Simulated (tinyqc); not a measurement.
Thinning the body: Gamma, L and X subbands of a thin body with non-parabolic valleys.

Hard walls, flat band, c = hbar^2/2m0, energies from the bulk Gamma edge. For a valley at angle theta to the normal 1/m_z = cos^2/ml + sin^2/mt and m_d = sqrt(ml mt^2/m_z). Subband n starts at E_v + e with e (1 + a e) = c (n pi/t)^2/m_z, and its density-of-states mass is taken as m_d (1 + 2 a e), without further growth at higher in-plane energy. Groups are named by valley and degeneracy.

n_i = g m/(2 pi c) kB T ln(1 + exp((EF - E_i)/kB T)), sum n_i = Ns (1e12/cm^2 = 1e-4/angstrom^2), c = hbar^2/2m0. Quantum capacitance Cq = 1602.176634 sum g m/(2 pi c) f_i in microfarad/cm^2 with f_i = 1/(1 + exp((E_i - EF)/kB T)); Cox = 34.5313/eot (one gate); C/Cox = Cq/(Cq + Cox), the centroid term left out.

Constants: hbar^2/2m0 = 3.80998211 eV angstrom^2; kB = 8.617333262e-05 eV/K.

Values chosen for the exercise (near those of a thin InAs channel; the results hold for these values, not for the real material):
- face = 100 (surface)
- mG = 0.0257 m0 (Gamma mass)
- aG = 2.3 1/eV (Gamma non-parabolicity)
- EL = 0.734 eV (L edge above Gamma)
- mL = (0.615, 0.049) m0 (L valleys (four, along <111>): ml, mt)
- EX = 1.027 eV (X edge above Gamma)
- mX = (1.17, 0.166) m0 (X valleys (three, along <100>): ml, mt)
- aS = 0.35 1/eV (non-parabolicity of L and X)
- Ns = 4.3 x 1e12/cm^2 (sheet density)
- T = 300 K (temperature)
- eot = 10 angstrom (equivalent oxide thickness)
- ts = (20, 26, 34, 45, 60, 85, 130) angstrom (thicknesses)

Lowest edge of each valley type, the lowest group, the Gamma share and C/Cox, with n = 1 to 8 of all groups.

Results:
```
t (angstrom)  Gamma (eV)  L (eV)  X (eV)  lowest  Gamma share (%)  C/Cox
20                 1.062   1.722   1.105      G1             69.6  0.806
26                 0.777   1.376   1.074      G1            100.0  0.688
34                 0.556   1.137   1.055      G1            100.0  0.636
45                 0.384   0.976   1.043      G1            100.0  0.578
60                 0.256   0.875   1.036      G1            100.0  0.520
85                 0.150   0.806   1.031      G1            100.0  0.529
130                0.074   0.765   1.029      G1            100.0  0.614
```

What can be read from this table?

From 130 down to 20 angstrom Gamma rises by 0.99 eV, L by 0.96 and X by 0.08 eV, the light Gamma mass moving most. G1 stays lowest throughout. The Gamma share goes from 100 % to 70 %. C/Cox is 0.61 and 0.81 at the ends and lies between 0.52 and 0.81. Hard walls overstate the rise in the thinnest rows.

Program tinyqc; command `OMP_NUM_THREADS=1 python tinyqc.py 1251693 1251694 out.jsonl`; about 0.02 s on one thread of a shared Intel(R) Xeon(R) Processor @ 2.30GHz.
